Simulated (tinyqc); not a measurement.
## Tunnel coupling from the slope of the charge transition

Question. In a double dot with one electron the occupation changes at zero detuning with the slope tanh(tc/kB T)/(4 tc). Find kB T, tc and 2 tc/h.

Inputs (values chosen for the exercise):
```
symbol  value  unit               meaning
T       0.081     K  electron temperature
```

Constants: q = 1.602176634e-19 C, kB = 1.380649e-23 J/K, h = 6.62607015e-34 J s, Vt = kB T/q. Results are converted to the units shown.

dP_R/d(ep) at ep = 0 = 0.030731490 1/ueV

Solution. The slope falls steadily with tc from 1/(4 kB T), so there is one root.

kB T = 6.98 ueV
tc = 5.00 ueV
2 tc/h = 2.42 GHz

tinyqc, about 0.01 s, one thread, Intel Xeon 2.30GHz (shared host): `OMP_NUM_THREADS=1 python tinyqc.py 2470044 2470045 out.jsonl`
